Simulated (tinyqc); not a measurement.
From results to parameters: Luttinger model of the valence bands. Computed by the program tinyqc.

Problem. In the four-band Luttinger model 1/m = g1 -/+ 2 g2 along [100] and g1 -/+ 2 g3 along [111]. Find g1, g2, g3 and the light hole mass along [111].

heavy and light hole masses along [100] (electron masses): 0.095420  0.058962
heavy hole mass along [111] = 0.158730 electron masses

Solution. The mean of the two inverse masses along [100] is g1 and a quarter of their difference is g2; g3 = (g1 - 1/m_hh[111])/2.

g1, g2, g3: 13.7200  1.6200  3.7100
light hole mass along [111] = 0.0473 electron masses
